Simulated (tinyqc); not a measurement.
From results to parameters: two-site tight-binding chain. Computed by the program tinyqc.

Problem. A two-site chain has site energies +delta (A) and -delta (B) and hoppings t1 > t2 > 0, so E = +/- sqrt(delta^2 + |t1 + t2 exp(-ika)|^2). Find delta, t1 and t2.

upper band at k = 0 = 4.189606 eV
upper band at the zone edge = 1.281562 eV
weight of the upper band on site A at the zone edge = 0.960376

Solution. The weight on A is (1 + delta/E)/2, which gives delta; then t1 + t2 = sqrt(E(0)^2 - delta^2) and t1 - t2 = sqrt(E(edge)^2 - delta^2).

delta, t1, t2 (eV): 1.180  2.260  1.760
